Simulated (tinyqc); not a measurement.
Worked calculation: empirical pseudopotential in a few plane waves. One step of it, computed by the program tinyqc.

Problem. Levels at k. Diagonalise the Hermitian matrix.

H(k) at k (eV):
```
                     +0+0+0               -1-1-1               -1-1+1               -1+1-1
+0+0+0             0.974328   1.933756+1.058275i  -1.933756+1.058275i  -1.933756+1.058275i
-1-1-1   1.933756-1.058275i             6.505796   0.000000-0.476199i   0.000000-0.476199i
-1-1+1  -1.933756-1.058275i   0.000000+0.476199i             9.034467             0.244902
-1+1-1  -1.933756-1.058275i   0.000000+0.476199i             0.244902            12.985515
-1+1+1  -1.933756+1.058275i            -0.244902   0.000000+0.476199i   0.000000+0.476199i
+1-1-1  -1.933756-1.058275i   0.000000+0.476199i             0.244902             0.244902
+1-1+1  -1.933756+1.058275i            -0.244902   0.000000+0.476199i             0.000000
+1+1-1  -1.933756+1.058275i            -0.244902             0.000000   0.000000+0.476199i
+1+1+1   1.933756+1.058275i             0.000000            -0.244902            -0.244902
-2+0+0   0.000000-0.476199i  -1.933756+1.058275i  -1.933756-1.058275i  -1.933756-1.058275i
+0-2+0   0.000000-0.476199i  -1.933756+1.058275i  -1.933756-1.058275i   0.798516-0.076965i
+0+0-2   0.000000-0.476199i  -1.933756+1.058275i   0.798516-0.076965i  -1.933756-1.058275i
+0+0+2   0.000000+0.476199i  -0.798516-0.076965i   1.933756+1.058275i  -0.798516+0.076965i
+0+2+0   0.000000+0.476199i  -0.798516-0.076965i  -0.798516+0.076965i   1.933756+1.058275i
+2+0+0   0.000000+0.476199i  -0.798516-0.076965i  -0.798516+0.076965i  -0.798516+0.076965i

                     -1+1+1               +1-1-1               +1-1+1               +1+1-1
+0+0+0  -1.933756-1.058275i  -1.933756+1.058275i  -1.933756-1.058275i  -1.933756-1.058275i
-1-1-1            -0.244902   0.000000-0.476199i            -0.244902            -0.244902
-1-1+1   0.000000-0.476199i             0.244902   0.000000-0.476199i             0.000000
-1+1-1   0.000000-0.476199i             0.244902             0.000000   0.000000-0.476199i
-1+1+1            15.514186             0.000000             0.244902             0.244902
+1-1-1             0.000000            10.140760   0.000000-0.476199i   0.000000-0.476199i
+1-1+1             0.244902   0.000000+0.476199i            12.669431             0.244902
+1+1-1             0.244902   0.000000+0.476199i             0.244902            16.620480
+1+1+1   0.000000+0.476199i            -0.244902   0.000000+0.476199i   0.000000+0.476199i
-2+0+0   1.933756-1.058275i   0.798516-0.076965i  -0.798516-0.076965i  -0.798516-0.076965i
+0-2+0  -0.798516-0.076965i  -1.933756-1.058275i   1.933756-1.058275i  -0.798516-0.076965i
+0+0-2  -0.798516-0.076965i  -1.933756-1.058275i  -0.798516-0.076965i   1.933756-1.058275i
+0+0+2  -1.933756+1.058275i  -0.798516+0.076965i  -1.933756+1.058275i   0.798516+0.076965i
+0+2+0  -1.933756+1.058275i  -0.798516+0.076965i   0.798516+0.076965i  -1.933756+1.058275i
+2+0+0   0.798516+0.076965i   1.933756+1.058275i  -1.933756+1.058275i  -1.933756+1.058275i

                     +1+1+1               -2+0+0               +0-2+0               +0+0-2
+0+0+0   1.933756-1.058275i   0.000000+0.476199i   0.000000+0.476199i   0.000000+0.476199i
-1-1-1             0.000000  -1.933756-1.058275i  -1.933756-1.058275i  -1.933756-1.058275i
-1-1+1            -0.244902  -1.933756+1.058275i  -1.933756+1.058275i   0.798516+0.076965i
-1+1-1            -0.244902  -1.933756+1.058275i   0.798516+0.076965i  -1.933756+1.058275i
-1+1+1   0.000000-0.476199i   1.933756+1.058275i  -0.798516+0.076965i  -0.798516+0.076965i
+1-1-1            -0.244902   0.798516+0.076965i  -1.933756+1.058275i  -1.933756+1.058275i
+1-1+1   0.000000-0.476199i  -0.798516+0.076965i   1.933756+1.058275i  -0.798516+0.076965i
+1+1-1   0.000000-0.476199i  -0.798516+0.076965i  -0.798516+0.076965i   1.933756+1.058275i
+1+1+1            19.149150  -0.798516-0.076965i  -0.798516-0.076965i  -0.798516-0.076965i
-2+0+0  -0.798516+0.076965i            13.143557             0.244902             0.244902
+0-2+0  -0.798516+0.076965i             0.244902            10.298802             0.244902
+0+0-2  -0.798516+0.076965i             0.244902             0.244902            14.249851
+0+0+2  -1.933756-1.058275i            -0.244902            -0.244902             0.000000
+0+2+0  -1.933756-1.058275i            -0.244902             0.000000            -0.244902
+2+0+0  -1.933756-1.058275i             0.000000            -0.244902            -0.244902

                     +0+0+2               +0+2+0               +2+0+0
+0+0+0   0.000000-0.476199i   0.000000-0.476199i   0.000000-0.476199i
-1-1-1  -0.798516+0.076965i  -0.798516+0.076965i  -0.798516+0.076965i
-1-1+1   1.933756-1.058275i  -0.798516-0.076965i  -0.798516-0.076965i
-1+1-1  -0.798516-0.076965i   1.933756-1.058275i  -0.798516-0.076965i
-1+1+1  -1.933756-1.058275i  -1.933756-1.058275i   0.798516-0.076965i
+1-1-1  -0.798516-0.076965i  -0.798516-0.076965i   1.933756-1.058275i
+1-1+1  -1.933756-1.058275i   0.798516-0.076965i  -1.933756-1.058275i
+1+1-1   0.798516-0.076965i  -1.933756-1.058275i  -1.933756-1.058275i
+1+1+1  -1.933756+1.058275i  -1.933756+1.058275i  -1.933756+1.058275i
-2+0+0            -0.244902            -0.244902             0.000000
+0-2+0            -0.244902             0.000000            -0.244902
+0+0-2             0.000000            -0.244902            -0.244902
+0+0+2            19.307192             0.244902             0.244902
+0+2+0             0.244902            23.258241             0.244902
+2+0+0             0.244902             0.244902            20.413486
```

Give: eigenvalues.

Solution.

eigenvalues (eV): [-2.7011, 4.7450, 6.6065, 6.8439, 10.7393, 12.2956, 13.0745, 13.4394, 15.2447, 16.1488, 16.9613, 19.4973, 22.1427, 23.1363, 26.0912]
